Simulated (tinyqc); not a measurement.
Rate against temperature: collinear exchange A + BC -> AB + C on a London-Eyring-Polanyi-Sato surface: saddle, string of images and rate. Computed by tinyqc, a small Python program. Command: `OMP_NUM_THREADS=1 python tinyqc.py 3112723 3112724 out.jsonl leps walk`. One thread of a shared host (Intel(R) Xeon(R) Processor @ 2.30GHz), about 0.04 s of CPU time with the checks.

x = r(AB), y = r(BC), r(AC) = x + y. V is counted from separated atoms, the barrier from A + BC, that is V + D(BC).

Inputs (values chosen for the exercise, for a model exchange):
```
quantity,value,unit
D(AB),4.77,eV
r0(AB),1.17,angstrom
beta(AB),2.09,1/angstrom
D(BC),4.86,eV
r0(BC),0.925,angstrom
beta(BC),1.8,1/angstrom
D(AC),3.38,eV
r0(AC),1.27,angstrom
beta(AC),1.5,1/angstrom
Sato parameter S,0.16,-
mass of A,35,u
mass of B,19,u
mass of C,1.008,u
temperature T,500,K
step of the string,0.01,angstrom^2/eV
```

Constants: nu for 1 eV/(angstrom^2 u) = 15.6333042 THz; h x 1 THz = 4.135667696 meV; k_B = 1.380649e-23 J/K; u = 1.6605390666e-27 kg; k_B = 8.617333262e-05 eV/K.

Method:
- For each pair, with u = exp(-beta (r - r0)): Q = D [(3 + S) u^2 - (2 + 6 S) u]/(4 (1 + S)), J = D [(1 + 3 S) u^2 - (6 + 2 S) u]/(4 (1 + S)); V = Q1 + Q2 + Q3 - sqrt(((J1 - J2)^2 + (J2 - J3)^2 + (J3 - J1)^2)/2).
- String of 9 images between the fixed ends (r0(AB) + 2, r0(BC)) and (r0(AB), r0(BC) + 2), started on the two straight legs through (r0(AB) + 0.3, r0(BC) + 0.3): each iteration moves the inner images by -step x gradient (central differences) and spaces them evenly again along the broken line (coordinates are kept between 0.2 and 8 angstrom); stop when no coordinate changes by more than 1e-5 angstrom, at most 400 iterations.
- From the highest inner image, z -> z - H^-1 g with gradient g and Hessian H by central differences, steps capped at 0.15 angstrom, 12 steps.
- Wilson matrix G = [[1/m_A + 1/m_B, -1/m_B], [-1/m_B, 1/m_B + 1/m_C]]; eigenvalues lambda of G H give nu = 15.6333042 THz x sqrt(|lambda|), the negative one being imaginary. Reactant: nu_BC from k = 2 D beta^2 and 1/m_B + 1/m_C. Skew angle: cos = sqrt(m_A m_C/((m_A + m_B)(m_B + m_C))).
- One-dimensional rate constant without tunnelling, k = sqrt(k_B T/(2 pi mu)) [sinh(h nu_BC/(2 k_B T))/sinh(h nu_s/(2 k_B T))] exp(-barrier/(k_B T)) with mu = m_A (m_B + m_C)/(m_A + m_B + m_C); Wigner factor 1 + (h nu_i/(k_B T))^2/24; adiabatic barrier = barrier + h (nu_s - nu_BC)/2.

nu_BC = 89.6708 THz

real frequency at the saddle = 37.0698 THz

barrier = 0.374944 eV

imaginary frequency = 13.8466 THz

adiabatic barrier = 0.266174 eV

Rates; the last column is k_B T^2 d ln k/dT:
```
T (K),k (cm/s),Wigner factor,activation energy (eV)
300,5.9785e-01,1.2044,0.27951
400,9.1389e+00,1.1150,0.28522
550,9.0541e+01,1.0608,0.29601
750,4.9940e+02,1.0327,0.31306
1000,1.7431e+03,1.0184,0.33531
1400,5.5688e+03,1.0094,0.36832
2000,1.4597e+04,1.0046,0.41046
```

The activation energy goes from 0.280 eV at 300 K, near the adiabatic barrier plus k_B T/2 (0.279), to 0.410 eV at 2000 K; the classical limit is the barrier plus k_B T/2 (0.461).

Extremes, crossings and ranges named in words are read from the listed rows.
